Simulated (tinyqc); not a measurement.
Domain walls in a thin film with perpendicular anisotropy: Bloch, Neel and chiral walls, motion and stripe domains: one step, computed by the program tinyqc. Command: `OMP_NUM_THREADS=1 python tinyqc.py 3026578 3026579 out.jsonl mwall walk`. One thread of a shared host (Intel(R) Xeon(R) Processor @ 2.30GHz), about 0.01 s of CPU time with the checks.

One-dimensional wall: polar angle theta(x), azimuth phi of the moment in the wall (phi = 0 Neel, 90 degrees Bloch). mu_0 = 1.25663706212e-6 T m/A, gamma = 1.76085963023e11 rad/(s T).

Task: Stripe domains. Dipolar length l = sigma/(mu_0 M_s^2); for t much smaller than the period the domain width is w = 0.955 t exp(pi l/t) (Kaplan and Gehring), given as log10 of w in nm.

Inputs (values chosen for the exercise, for a model film): saturation magnetisation M_s = 716 kA/m; thickness t = 2.1 nm.

wall energy sigma = 6.337012 mJ/m^2

Give: dipolar length l; log10 of the domain width in nm.

Result:

dipolar length l = 9.837 nm

log10 of the domain width in nm = 6.693

Domains would exceed a millimetre: any device is a single domain in equilibrium.
